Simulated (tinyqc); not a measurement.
Comparisons within one model: spherical quantum dot. A value that a table varies takes the place of the one given here.

A sphere of radius R, isotropic masses, c = hbar^2/2m0, k = sqrt(mw E/c), kappa = sqrt(mb (V0 - E)/c). State n l is the spherical Bessel function j_l(k r) inside and k_l(kappa r) outside; psi and psi'/m are continuous: (k/mw) j_l'(kR)/j_l(kR) = (kappa/mb) k_l'(kappa R)/k_l(kappa R). For l = 0 this reads kR cot(kR) = 1 - (mw/mb)(1 + kappa R).

With hard walls E = c (x/R)^2/mw, x a zero of j_l: 1s 3.141593; 2s 6.283185; 1p 4.493409; 2p 7.725252; 1d 5.763459; 2d 9.095011; 1f 6.987932; 2f 10.417119.

Constants: hbar^2/2m0 = 3.80998211 eV angstrom^2.

Inputs chosen for the exercise (near those of a Si dot in SiO2, with the mean mass 3/(2/mt + 1/ml) for all six valleys; not measured data):
```
symbol  value                         unit      meaning
V0      3.227                         eV        barrier height
mw      0.253                         m0        mass inside
mb      0.528                         m0        mass outside
Rs      (10, 13, 15, 20, 26, 33, 45)  angstrom  radii
R       15                            angstrom  radius
```

## Radius

The two lowest states against R; a dash marks an unbound state.

Levels (eV):
```
R (angstrom)      1s      1p  1s, hard walls  flat well of width 2R
10            0.8220  1.6941          1.4863                 0.2171
13            0.5528  1.1379          0.8795                 0.1434
15            0.4404  0.9053          0.6606                 0.1134
20            0.2732  0.5604          0.3716                 0.0696
26            0.1733  0.3550          0.2199                 0.0438
33            0.1131  0.2315          0.1365                 0.0285
45            0.0639  0.1308          0.0734                 0.0160
```

What can be read from the table?

The lowest state is bound at every radius listed. 1p is bound at every radius listed. At the largest radius the level is 0.87 of the hard-wall value and 3.98 times that of the flat well (the hard-wall ratio is 4.00); the exponent d ln E/d ln R between the last two radii is -1.84. Levels above about 0.3 eV lie beyond the range of a parabolic mass.

## Shape and dimension

Lowest level with hard walls: film c (pi/2R)^2/mw, cylinder c (2.404826/R)^2/mw, sphere c (pi/R)^2/mw, square or cube of side a: 2 or 3 times c (pi/a)^2/mw; c = hbar^2/2m0. Finite barriers V0 with outer mass mb and psi, psi'/m continuous for film, cylinder and sphere (not separable for the square and the cube: dash).

Lowest level (eV):
```
shape                      hard walls  finite barrier
film, width 2R                 0.1651          0.1134
cylinder, radius R             0.3871          0.2620
square wire of equal area      0.4205               -
sphere, radius R               0.6606          0.4404
cube of equal volume           0.7626               -
```

What can be read from the table?

With hard walls the levels of film, cylinder and sphere stand as 1 : 2.34 : 4.00; with the finite barrier as 1 : 2.31 : 3.88. The square lies 8.6 % above the circle of equal area and the cube 15.5 % above the sphere of equal volume: round shapes give the lowest level for a given size.

## What each parameter does

The lowest level 1s and its distance to V0. Each row changes one parameter from the base and keeps the others.

Results:
```
case             E (eV)  V0 - E (eV)     k R
base             0.4404       2.7866  2.5651
R = 17 angstrom  0.3589       2.8681  2.6245
V0 = 2.743 eV    0.4263       2.3167  2.5238
mw = 0.2783 m0   0.4151       2.8119  2.6120
mb = 0.66 m0     0.4202       2.8068  2.5055
```

What does this show?

The largest shifts from the base row, up to three for each result and ties (the steps differ in size, so this ranks the rows, not the parameters). E (eV): R -0.0815, mw -0.0253, mb -0.0202. V0 - E (eV): V0 -0.4699, R +0.0815, mw +0.0253. k R: mb -0.0596, R +0.0593, mw +0.0469.

Program tinyqc; command `OMP_NUM_THREADS=1 python tinyqc.py 1252365 1252366 out.jsonl`; about 0.04 s on one thread of a shared Intel(R) Xeon(R) Processor @ 2.30GHz.
